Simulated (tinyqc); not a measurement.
Where the concentration falls to given levels: concentration-dependent dopant diffusion with charged defects and the built-in field. Computed by tinyqc, a small Python program. Command: `OMP_NUM_THREADS=1 python tinyqc.py 3021781 3021782 out.jsonl extrinsic walk`. One thread of a shared host (Intel(R) Xeon(R) Processor @ 2.30GHz), about 0.1 s of CPU time with the checks.

A constant source C_s feeds a half space. The dopant moves through neutral point defects and through charged ones, whose number grows with the majority carrier density n.

Inputs (values chosen for the exercise, modelled on boron in silicon):

| quantity | value | unit |
|---|---|---|
| neutral prefactor D0x | 0.0538 | cm^2/s |
| neutral activation energy E0 | 3.5 | eV |
| singly charged prefactor D01 | 0.901 | cm^2/s |
| activation energy E1 | 3.48 | eV |
| surface concentration C_s | 1e+20 | 1/cm^3 |
| temperature T | 1050 | C |
| time t | 5900 | s |

Field enhancement: on.

Constants: k_B = 8.617333262e-05 eV/K.

Method:
- n_i = 3.87e16 T^1.5 exp(-7014/T) per cm^3 (T in kelvin, an empirical form); each D = prefactor x exp(-E/(k_B T)); the intrinsic diffusivity D_i is their sum.
- Temperatures in kelvin are T(C) + 273.15.
- n = C/2 + sqrt(C^2/4 + n_i^2); D(C) = h [Dx + D1 (n/n_i)], h = 1 + C/sqrt(C^2 + 4 n_i^2).
- With y = x/sqrt(D_s t), u = C/C_s and q = -(D/D_s) du/dy: du/dy = -q D_s/D, dq/dy = -(y/2) q D_s/D, u(0) = 1. The surface flux q(0) is shot so that u tends to 0 (LSODA, an adaptive multistep solver, relative tolerance 1e-10). Dose Q = 2 q(0) C_s sqrt(D_s t).
- For comparison, erfc profiles with a constant D: x = 2 sqrt(D t) erfc^-1(C/C_s), with D = D_i and D = D_s.

partial diffusivities (cm^2/s): Dx 2.50927e-15, D1 5.00805e-14

n_i = 9.28828e+18 1/cm^3

surface diffusivity D_s = 1.08341e-12 cm^2/s

intrinsic diffusivity D_i = 5.25897e-14 cm^2/s

Depth (nm):

| C/C_s | D/D_s | full | erfc with D_i | erfc with D_s |
|---|---|---|---|---|
| 8.00e-01 | 0.80098 | 328.4 | 63.11 | 286.5 |
| 5.00e-01 | 0.50267 | 738.0 | 168.02 | 762.6 |
| 2.00e-01 | 0.20793 | 1086.0 | 319.25 | 1449.0 |
| 1.00e-01 | 0.11747 | 1197.8 | 409.75 | 1859.8 |
| 3.00e-02 | 0.06563 | 1297.9 | 540.59 | 2453.7 |
| 1.00e-02 | 0.05384 | 1357.7 | 641.67 | 2912.4 |
| 1.00e-03 | 0.04905 | 1460.3 | 819.70 | 3720.5 |
| 1.00e-04 | 0.04859 | 1553.1 | 969.19 | 4399.0 |

What follows from these numbers?

The depth between C/C_s = 0.1 and 1e-4 spans 355 nm in the full profile, against 559 nm for D_i and 2540 nm for D_s; the ratio of the depths at 1e-4 and at 0.5 is 2.10, against 5.77 for any erfc. The profile is box-like: fast diffusion in the heavily doped part feeds a front that moves slowly where D drops to D_i. Caution: at such a C_s dopants can cluster or exceed their solubility, which the model leaves out.
